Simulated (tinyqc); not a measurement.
From results back to parameters: static screening by free carriers. Four cases, with inputs chosen for the exercise.

Problem. At zero temperature the gas shows Friedel oscillations of period pi/kF and a Thomas-Fermi length 1/qTF; n and m are hidden.

kF = (3 pi^2 n/Mv)^(1/3), EF = c kF^2/m with c = hbar^2/2m0, n in 1/angstrom^3 (1e-24 per 1/cm^3), e2 = e^2/(4 pi eps0). Thomas-Fermi: qTF^2 = 6 pi e2 n/(eps EF). Debye: qD^2 = 4 pi e2 n/(eps kB T).

Constants: hbar^2/2m0 = 3.80998211 eV angstrom^2; e^2/(4 pi eps0) = 14.39964547 eV angstrom.

Case 1.

Values chosen (out of a larger set: near those of Si; not measured data): Mv = 6 (valleys); eps = 11.1 (background dielectric constant).

period = 141.879 angstrom
1/qTF = 10.4316 angstrom

Case 2.

Values chosen (out of a larger set: near those of Si; not measured data): Mv = 6 (valleys); eps = 11.5 (background dielectric constant).

period = 134.195 angstrom
1/qTF = 10.2830 angstrom

Case 3.

Values chosen (out of a larger set: near those of Si; not measured data): Mv = 6 (valleys); eps = 11.2 (background dielectric constant).

period = 296.931 angstrom
1/qTF = 15.1022 angstrom

Case 4.

Values chosen (out of a larger set: near those of Si; not measured data): Mv = 6 (valleys); eps = 11.9 (background dielectric constant).

period = 189.728 angstrom
1/qTF = 12.4922 angstrom

Find: kF; n; m.

Solution. kF = pi/period and n = Mv kF^3/(3 pi^2); qTF^2 = 2 e2 Mv m kF/(pi eps c) then gives m.

Case 1.

kF = 0.02214 1/angstrom
n = 2.20e+18 1/cm^3
m = 0.319 m0

Case 2.

kF = 0.02341 1/angstrom
n = 2.60e+18 1/cm^3
m = 0.322 m0

Case 3.

kF = 0.01058 1/angstrom
n = 2.40e+17 1/cm^3
m = 0.322 m0

Case 4.

kF = 0.01656 1/angstrom
n = 9.20e+17 1/cm^3
m = 0.319 m0

Computed by tinyqc, one run a case: `OMP_NUM_THREADS=1 python tinyqc.py N N+1 out.jsonl` with N = 1682103, 1682127, 1682147, 1682166; one thread of a shared Intel(R) Xeon(R) Processor @ 2.30GHz, about 0.01 s a run at most.
